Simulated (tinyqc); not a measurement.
Free and trapped electrons in a MOS channel with a dense trap tail: one step of the calculation.

p-type body, charge-sheet picture, full ionisation (an idealisation for deep acceptors), Boltzmann statistics for free electrons. e = Ec - EF at the surface. Acceptor-like traps of density D(E) = D0 + De exp(-E/Ew) at depth E below Ec, from 0 to Eu, hold n_t = integral of D(E)/(1 + exp((e - E)/Vt)). psi = Eg - Vt ln(Nv/Na) - e; N_dep = sqrt(2 eps0 eps_r Na (psi - Vt)/q); n_f = sqrt(N_dep^2 + 2 eps0 eps_r Vt Nc exp(-e/Vt)/q) - N_dep; Vg = Vfb + psi + q (N_dep + n_t + n_f)/Cox, Cox = eps0 eox/tox.

Task. Charges and gate voltage. psi, N_dep, n_f and Vg as defined, with the n_t given; free share n_f/(n_f + n_t); apparent mobility mf n_f/(n_f + n_t); gate voltage spent on traps q n_t/Cox.

Parameters, values chosen for the exercise; band and dielectric values close to those of 4H silicon carbide:
- T = 300 K (temperature)
- Eg = 3.27 eV (band gap)
- eps_r = 9.74 (relative permittivity)
- Nc = 1.69e19 cm^-3 (conduction-band density of states at T)
- Nv = 2.55e19 cm^-3 (valence-band density of states at T)
- eox = 3.9 (relative permittivity of the insulator)
- tox = 66 nm (insulator thickness)
- Na = 2.1e16 cm^-3 (acceptor density)
- Vfb = -2.58 V (flat-band voltage without trapped charge)
- mf = 220 cm^2/(V s) (mobility of free electrons)
- e = 0.066 eV (Ec - EF at the surface)

Constants: q = 1.602176634e-19 C, kB = 1.380649e-23 J/K, Vt = kB T/q, eps0 = 8.8541878128e-14 F/cm where lengths are in cm. Results are converted to the units shown.

n_t = 6.9867050e11 cm^-2

Wanted: psi; N_dep; n_f; Vg; free share; apparent mobility; gate voltage spent on traps.

Result.

psi = 3.020 V
N_dep = 8.228e11 cm^-2
n_f = 1.985e11 cm^-2
Vg = 5.708 V
free share = 22.13 %
apparent mobility = 48.68 cm^2/(V s)
gate voltage spent on traps = 2.140 V

Computed by the program tinyqc: `OMP_NUM_THREADS=1 python tinyqc.py 2222167 2222168 out.jsonl`, one thread of a shared Intel Xeon 2.30GHz, about 0.02 s for the whole run.
